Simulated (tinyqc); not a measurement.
A ladder of methods, and size consistency: correlation methods against full CI in the 6-31g basis, for H2, spin multiplicity 1. Computed by the program tinyqc with PySCF. All electrons correlated; +Q is the Davidson correction (1 - c0^2) E_corr. The last columns treat two copies 100 angstrom apart as one system. FCI is the lowest singlet.

Geometry (angstrom):
```
atom       x       y       z
H     0.0000  0.0000  0.0000
H     0.0000  0.0000  0.8260
```

RHF energy of one = -1.121267 hartree

Correlation energies (hartree):
```
method   E_corr of one  share of FCI (%)  E_corr of two at 100 angstrom  two minus twice one (mhartree)
MP2           -0.01832            67.974                       -0.03664                           0.000
CISD          -0.02695           100.000                       -0.05298                           0.928
CISD+Q        -0.02744           101.787                       -0.05477                           0.103
CCSD          -0.02695           100.000                       -0.05391                           0.000
CCSD(T)       -0.02695           100.000                       -0.05391                           0.000
FCI           -0.02695           100.000                              -                               -
```

What does the comparison show, and why?

MP2 recovers 68 %, CISD 100.0 % and CCSD 100.0 % of the FCI value (c0^2 = 0.982 in CISD). MP2 and coupled cluster are size consistent, so their last column vanishes; CISD loses 0.93 mhartree, since a double excitation on each copy is a quadruple of the pair, and the Davidson correction leaves +0.10. With two electrons, or one virtual orbital, CISD and CCSD are exact for one copy, so +Q overshoots there.
